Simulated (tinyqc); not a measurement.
Schottky barrier on an n-type semiconductor with a surface-enhanced doping, non-linear Poisson equation by Newton steps: one step of the calculation.

One dimension, metal at x = 0, donor density C(x) = Nd + N0 exp(-x/Ls). Energies are counted from the electron Fermi level of the semiconductor and the conduction-band edge is Ec = -psi, so n = Nc exp(psi/Vt); holes follow the Fermi level of the metal, at -V, so p = Nv exp((V - psi - Eg)/Vt). Ends: psi(0) = V - phiB and psi = Vt ln(Nd/Nc) deep inside. Boltzmann statistics, full ionisation, no current, no image force in the Poisson equation.

Question. End potentials, built-in voltage, Debye length. psi_0 = V - phiB, psi_b = Vt ln(Nd/Nc), Vbi = phiB - Vt ln(Nc/Nd), LD = sqrt(eps0 eps_r Vt/(q Nd)), W = sqrt(2 eps0 eps_r (Vbi - V)/(q Nd)), hole density at the metal p_0 = Nv exp((phiB - Eg)/Vt).

Inputs (values chosen for the exercise); band and dielectric values those of a made-up semiconductor:

| symbol | value | unit | meaning |
|---|---|---|---|
| T | 400 | K | temperature |
| Eg | 1.4 | eV | band gap |
| eps_r | 8.88 |  | relative permittivity |
| Nc | 1.44e18 | cm^-3 | conduction-band density of states at T |
| Nv | 2.22e19 | cm^-3 | valence-band density of states at T |
| Nd | 3.7e15 | cm^-3 | donor density deep in the semiconductor |
| phiB | 0.92 | eV | barrier height |
| V | 0 | V | bias of the metal against the semiconductor |

Constants: q = 1.602176634e-19 C, kB = 1.380649e-23 J/K, Vt = kB T/q, eps0 = 8.8541878128e-14 F/cm where lengths are in cm. Results are converted to the units shown.

Find: psi_0; psi_b; Vbi; LD; W for uniform Nd; p_0.

Answer.

psi_0 = -0.92000 V
psi_b = -0.20558 V
Vbi = 0.71442 V
LD = 67.615 nm
W for uniform Nd = 435.33 nm
p_0 = 1.9889e13 cm^-3

The hole density at the metal is 0.0054 times Nd, so holes hardly matter.

tinyqc, about 0.08 s, one thread, Intel Xeon 2.30GHz (shared host): `OMP_NUM_THREADS=1 python tinyqc.py 2020158 2020159 out.jsonl`
